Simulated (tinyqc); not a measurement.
Gate voltage for a given inversion charge.

Problem. p-type body, charge-sheet picture, depletion and inversion only, full ionisation (an idealisation for deep acceptors), Boltzmann statistics (rough once Na exp(x - xn) passes about Nc/7). In units of Vt: xg = (Vg - Vfb)/Vt, x = psi/Vt, G = gamma/sqrt(Vt), xn = (2 phiF + Vc)/Vt. The implicit equation is (xg - x)^2 = G^2 [x - 1 + exp(x - xn)] for x above about 3. Cox = eps0 eox/tox. ni = sqrt(Nc Nv) exp(-Eg/(2 Vt)), Eg in volts; phiF = Vt ln(Na/ni); gamma = sqrt(2 q eps0 eps_r Na)/Cox. N_inv = (Cox Vt G/q) [sqrt(x - 1 + exp(x - xn)) - sqrt(x - 1)]. Find x - xn, psi and Vg.

Values chosen for this exercise; band and dielectric values close to those of silicon:
- T = 350 K (temperature)
- Eg = 1.12 eV (band gap)
- eps_r = 11.8 (relative permittivity)
- Nc = 3.52e19 cm^-3 (conduction-band density of states at T)
- Nv = 3.38e19 cm^-3 (valence-band density of states at T)
- eox = 3.9 (relative permittivity of the gate insulator (close to silicon dioxide))
- tox = 1.2 nm (insulator thickness)
- Na = 1.4e17 cm^-3 (acceptor density)
- Vfb = -0.86 V (flat-band voltage)
- Vc = 0 V (channel-body voltage)

Constants: q = 1.602176634e-19 C, kB = 1.380649e-23 J/K, Vt = kB T/q, eps0 = 8.8541878128e-14 F/cm where lengths are in cm. Results are converted to the units shown.

N_inv = 2.8e11 cm^-2

Answer. N_inv rises steadily with x, so it fixes x; the implicit equation then gives xg directly.

x - xn = 2.64
psi = 0.867 V
Vg = 0.0918 V

tinyqc, about 0.01 s, one thread, Intel Xeon 2.30GHz (shared host): `OMP_NUM_THREADS=1 python tinyqc.py 2122095 2122096 out.jsonl`
